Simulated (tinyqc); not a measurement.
Coupled-perturbed Hartree-Fock on RHF in the sto-3g basis, for BeH2, spin multiplicity 1, step by step. One step of it, computed by the program tinyqc.

Question. Orthogonalisation. S = U s U^T; symmetric (Loewdin) form X = U s^(-1/2) U^T, so that X^T S X = 1.

overlap S, lower triangle:
```
           1Be 1s    1Be 2s   1Be 2px    1Be 2py   1Be 2pz     2H 1s     3H 1s
1Be 1s   1.000000
1Be 2s   0.259517  1.000000
1Be 2px  0.000000  0.000000  1.000000
1Be 2py  0.000000  0.000000  0.000000   1.000000
1Be 2pz  0.000000  0.000000  0.000000   0.000000  1.000000
2H 1s    0.049962  0.400782  0.000000   0.480243  0.000000  1.000000
3H 1s    0.049962  0.400782  0.000000  -0.480243  0.000000  0.019049  1.000000
```

Give: eigenvalues of S; X.

Answer.

eigenvalues of S: 0.3112  0.4090  0.9500  1.0000  1.0000  1.6601  1.6697

X, lower triangle:
```
          1Be 1s   1Be 2s  1Be 2px  1Be 2py  1Be 2pz    2H 1s   3H 1s
1Be 1s    1.0286
1Be 2s   -0.1520   1.1909
1Be 2px   0.0000   0.0000   1.0000
1Be 2py   0.0000   0.0000   0.0000   1.2760
1Be 2pz   0.0000   0.0000   0.0000   0.0000   1.0000
2H 1s     0.0206  -0.2559   0.0000  -0.3601   0.0000   1.2184
3H 1s     0.0206  -0.2559   0.0000   0.3601   0.0000  -0.0720  1.2184
```
